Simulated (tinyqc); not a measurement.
# Gate-all-around wire, scale length and short-channel effects: effects of single changes

A round wire of diameter ts in an insulator shell of thickness ti under a surrounding gate. Below threshold the potential that source and drain add obeys Laplace's equation and vanishes on the gate. Its lowest mode decays along the channel as exp(-k y); k is the smallest positive root of the matching condition at the interface, and the scale length is Lambda = pi/k.

Inputs (values chosen for the exercise); permittivities: semiconductor close to that of silicon, insulator close to that of zirconium oxide:
- T = 300 K (temperature)
- eps_r = 11.6 (relative permittivity of the semiconductor)
- ei = 24.7 (relative permittivity of the insulator)
- ti = 4.3 nm (insulator thickness)
- ts = 6 nm (wire diameter)
- L = 15 nm (channel length)
- Vbi = 0.9 V (potential of the source)
- sT = 0.57 V (potential of the barrier top at threshold)
- Vds = 0.5 V (drain voltage)

Constants: q = 1.602176634e-19 C, kB = 1.380649e-23 J/K, Vt = kB T/q. Results are converted to the units shown.

Each table varies one quantity; the others keep the values above.

## Effect of the relative permittivity of the insulator

k is the smallest positive root of f(k) = ei J0(u)[J1(u) Y0(v) - Y1(u) J0(v)] - eps_r J1(u)[J0(u) Y0(v) - Y0(u) J0(v)], u = k ts/2, v = u + k ti. Along the channel psi(y) = s + a exp(y/l) + b exp(-y/l) with psi(0) = Vbi, psi(L) = Vbi + Vds and l = 1/k = Lambda/pi; with A = Vbi - s, B = A + Vds, x = exp(-L/l): a = (B - A x) x/(1 - x^2), b = (A - B x)/(1 - x^2). The minimum is s + 2 sqrt(a b), at y = (l/2) ln(b/a). The long-channel potential follows the gate as s = sT + (Vg - VTL)/m, and the threshold VT is the gate voltage at which the minimum equals sT. Swing = m Vt ln 10/g at threshold, g = d(minimum)/ds = 1 - (b x + a)/((1 + x) sqrt(a b)). DIBL = [VT(0.05 V) - VT(Vds)]/(Vds - 0.05 V). sT and Vbi are held fixed; m = 1.

Effect of the relative permittivity of the insulator:
```
ei	Lambda (nm)	L/Lambda	VT - VTL at Vds (mV)	DIBL (mV/V)	swing (mV/decade)
3.9	12.97	1.157	-248.9	188.2	89.39
5.7	11.46	1.309	-180.0	135.0	81.29
8.5	10.25	1.463	-132.3	98.48	75.64
12	9.469	1.584	-105.0	77.75	72.38
18	8.788	1.707	-83.68	61.71	69.82
27	8.308	1.805	-70.07	51.51	68.17
40	7.984	1.879	-61.55	45.14	67.14
```

Read the table: what changes, and by how much?

As ei goes from 3.9 to 40, Lambda falls from 13.0 to 7.98 nm, DIBL falls from 188 to 45.1 mV/V and the swing falls from 89.4 to 67.1 mV a decade. On average Lambda goes as ei^(-0.21). For ei = 3.9 to 8.5 L is under 1.5 Lambda, where higher modes, left out of the one-mode potential, count.

## Effect of the wire diameter

Same model as above.

Effect of the wire diameter:
```
ts (nm)	Lambda (nm)	L/Lambda	VT - VTL at Vds (mV)	DIBL (mV/V)	swing (mV/decade)
2.4	6.8863	2.1782	-36.776	26.783	64.104
3	7.1497	2.0980	-42.133	30.735	64.763
3.7	7.4460	2.0145	-48.605	35.523	65.556
4.6	7.8185	1.9185	-57.404	42.057	66.631
5.8	8.3152	1.8039	-70.266	51.652	68.194
7.2	8.9137	1.6828	-87.441	64.536	70.271
9	9.7358	1.5407	-113.93	84.545	73.451
```

As ts goes from 2.4 to 9 nm, Lambda rises from 6.89 to 9.74 nm, DIBL rises from 26.8 to 84.5 mV/V and the swing rises from 64.1 to 73.5 mV a decade. On average Lambda goes as ts^(0.26). For ts = 2.4 to 3.7 nm the semiconductor is under 4 nm thick, where quantum confinement shifts the threshold.

Numbers from tinyqc (`OMP_NUM_THREADS=1 python tinyqc.py 2420109 2420110 out.jsonl`; about 0.01 s on one thread of a shared Intel Xeon 2.30GHz).
